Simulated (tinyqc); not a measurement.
# Stillinger-Weber potential for a tetrahedral semiconductor, step by step

A worked calculation. Computed by tinyqc, a small Python program that keeps every step. Command: `OMP_NUM_THREADS=1 python tinyqc.py 3023407 3023408 out.jsonl swsi walk`. One thread of a shared host (Intel(R) Xeon(R) Processor @ 2.30GHz), about 0.04 s of CPU time with the checks. Intermediate numbers are printed to about 5 digits and carried at full precision; extremes and crossings named in words are read from the listed rows.

With x = r/sigma: pair term eps A (B x^-4 - 1) exp(1/(x - a)); for each pair of neighbours j, k of atom i, three-body term eps lambda exp(gamma/(x_ij - a) + gamma/(x_ik - a)) (cos theta_jik + 1/3)^2; both vanish beyond x = a. A = 7.049556277, B = 0.6022245584, a = 1.8.

Inputs (values chosen for the exercise, modelled on silicon): energy scale eps = 2.216 eV; length scale sigma = 2.089 angstrom; three-body strength lambda = 21.4; gamma = 1.2; bond 1 of the trimer = 2.35 angstrom; bond 2 of the trimer = 2.34 angstrom; angle of the trimer theta = 120 degrees.

displacement of one atom (angstrom): [0.082, -0.18, 0.19]

Constants: 1 eV/angstrom^3 = 160.2176634 GPa.

## A trimer

Atom 1 binds atoms 2 and 3 at the angle theta; the third side follows from the cosine rule. Sum the three pair terms and the three-body terms centred on each atom.

distance 2-3 = 4.0617 angstrom

pair terms (eV): 1-2 -2.2159, 1-3 -2.2159, 2-3 0.0000

three-body term at atom 1 = 0.038115 eV

three-body terms at atoms 2 and 3 = 0 eV

energy of the trimer = -4.3936 eV

The cut-off is 3.760 angstrom, so atoms 2 and 3 do not interact directly.

## The diamond lattice

All angles are tetrahedral, so only the pair term acts; its minimum lies at x = 2^(1/6) with depth eps, and second neighbours lie beyond the cut-off. a0 = 4 d/sqrt3; E = -2 eps per atom.

bond length d = 2.3448 angstrom

lattice constant a0 = 5.4151 angstrom

energy per atom = -4.432 eV

## Elastic constants and internal strain

Second derivatives of the energy per atom, volume a0^3/8: e_xx gives C11, e_xx = -e_yy gives 2 (C11 - C12), e_xy = e_yx = h/2 gives the unrelaxed C44(0). Under that shear the second sublattice shifts by u_z; minimising over u_z gives C44 = C44(0) - E_hu^2/(E_uu V) and Kleinman's zeta = |E_hu/E_uu|/(a0/4). The optical force constant is k = 4 E_uu, with M omega^2 = k at the zone centre.

C11 = 157.10 GPa

C12 = 78.299 GPa

unrelaxed C44(0) = 113.32 GPa

C44 = 59.028 GPa

internal strain zeta = 0.62366

optical force constant k = 37.743 eV/angstrom^2

Internal relaxation lowers C44 by 48 %. zeta = 1 would keep all bond lengths equal under shear and 0 would move atoms with the lattice; the value here is 0.62. Caution: the original fit to silicon is too soft in shear (C44) and too stiff for the optical mode.

## One atom displaced in the eight-atom cell

Cubic cell of side a0 with periodic images; atoms 1 to 4 at (0,0,0), (0,1/2,1/2), (1/2,0,1/2), (1/2,1/2,0), atoms 5 to 8 shifted by (1/4,1/4,1/4). Atom 5 is moved by u. Forces are minus the gradient of the total energy.

bond lengths from atom 5 to atoms 1 to 4 (angstrom): [2.4130, 2.4017, 2.0856, 2.5206]

rise of the pair energy = 0.63086 eV

three-body energy = 0.14184 eV

forces (eV/angstrom), rows atom 5, atom 1, atom 2, atom 3, atom 4, columns x, y, z:
```
[[-2.5500, 3.7846, -3.9379],
 [0.4629, -0.0989, 0.5910],
 [0.4132, -0.5263, 0.1678],
 [2.2346, -2.2958, 2.3071],
 [-0.4760, -0.9873, 1.0013]]
```

Bond bending carries 18 % of the energy rise. The four neighbours take up a total force of 6.226 against 6.028 eV/angstrom on atom 5; the difference acts on atoms 6 to 8.

## Diamond against structures with more neighbours

Each structure is relaxed in its neighbour distance d (lowest minimum for d between sigma and 1.7 sigma), with all neighbours inside the cut-off, second shells too where they fall inside.

Energies per atom (eV):
```
structure     first neighbours  d (angstrom)     pair  three-body    total  volume (angstrom^3)
diamond                      4        2.3448  -4.4320      0.0000  -4.4320               19.849
simple cubic                 6        2.6085  -5.7478      1.6270  -4.1208               17.749
bcc                          8        2.8055  -6.4687      2.3688  -4.0999               16.999
fcc                         12        2.9274  -6.4376      2.4572  -3.9804               17.740
```

The order is diamond < simple cubic < bcc < fcc, the lowest two 0.311 eV apart. Against diamond the pair energy changes by -1.32 (simple cubic), -2.04 (bcc), -2.01 (fcc) eV, while angles away from 109.47 degrees cost 1.63, 2.37, 2.46 eV; the bonds stretch to 2.93 angstrom in fcc to weaken that penalty.

Checks made by the program: lattice sum at a0 (relative difference below 1e-10); B from the pair term alone, phi''(d)/(3 a0), against (C11 + 2 C12)/3 (relative difference 6e-07).
